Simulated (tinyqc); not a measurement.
MOS capacitor on an n-type substrate, surface potential from the exact charge relation: two steps of the calculation.

Uniform n-type substrate, Boltzmann statistics, full ionisation, classical densities. psi is the surface potential against the body (positive when the bands bend down) and u = -psi/Vt. Traps are spread evenly over the gap and neutral at flat band, so their charge is -q Dit psi; the minority quasi-Fermi level is shifted by Vb.

Parameters, values chosen for the exercise; band and dielectric values close to those of silicon:
- T = 350 K (temperature)
- Eg = 1.13 eV (band gap)
- eps_r = 11.9 (relative permittivity)
- Nc = 3.57e19 cm^-3 (conduction-band density of states at T)
- Nv = 3.4e19 cm^-3 (valence-band density of states at T)
- chi = 4.11 eV (electron affinity)
- N = 3.8e17 cm^-3 (donor density of the substrate)
- eox = 3.9 (relative permittivity of the gate insulator (close to silicon dioxide))
- tox = 19 nm (insulator thickness)
- phiM = 4.56 eV (gate work function)
- Nf = 5.4e10 cm^-2 (fixed charge at the interface, in units of q)
- Dit = 0 cm^-2 eV^-1 (density of interface traps)
- Vb = 1.5 V (reverse bias of the inversion layer against the body)
- Vg = -1.76 V (gate voltage against the body)

Constants: q = 1.602176634e-19 C, kB = 1.380649e-23 J/K, Vt = kB T/q, eps0 = 8.8541878128e-14 F/cm where lengths are in cm. Results are converted to the units shown.

Task 1. Flat band, threshold and scales. ni = sqrt(Nc Nv) exp(-Eg/(2 Vt)), Eg in volts; phiF = Vt ln(N/ni); Cox = eps0 eox/tox; Vfb = phiM - chi - Vt ln(Nc/N) - q Nf/Cox; Q0 = sqrt(2 eps0 eps_r q N Vt); r = (ni/N)^2 exp(-Vb/Vt); VT = Vfb - [(2 phiF + Vb)(1 + q Dit/Cox) + sqrt(2 eps0 eps_r q N (2 phiF + Vb))/Cox].

Wanted: ni; phiF; Cox; Vfb; Q0; r; VT.

Result 1.

ni = 2.5494e11 cm^-3
phiF = 0.42872 V
Cox = 0.18174 uF/cm^2
Vfb = 0.26538 V
Q0 = 62.206 nC/cm^2
r = 1.1330e-34
VT = -5.1181 V

Task 2. Newton step for the surface potential. u = -psi/Vt; F^2 = exp(-u) + u - 1 + r (exp(u) - u - 1); Qs = +sign(u) Q0 F; Cs = -dQs/dpsi = (Q0/Vt) |1 - exp(-u) + r (exp(u) - 1)|/(2 F). f = Vfb + psi + (q Dit psi - Qs)/Cox - Vg, f' = 1 + (Cs + q Dit)/Cox, psi(new) = psi - f/f'.

psi after iteration 2 = -0.56079826 V
Cox = 0.18174386 uF/cm^2
Vfb = 0.26538399 V
Q0 = 62.205718 nC/cm^2
r = 1.1330439e-34

Give: u; F; Qs; Cs; f; f'; psi after iteration 3.

Result 2.

u = 18.594
F = 4.1945
Qs = 260.92 nC/cm^2
Cs = 0.24586 uF/cm^2
f = 0.028934 V
f' = 2.3528
psi after iteration 3 = -0.57310 V

tinyqc, about 0.01 s, one thread, Intel Xeon 2.30GHz (shared host): `OMP_NUM_THREADS=1 python tinyqc.py 2060054 2060055 out.jsonl`
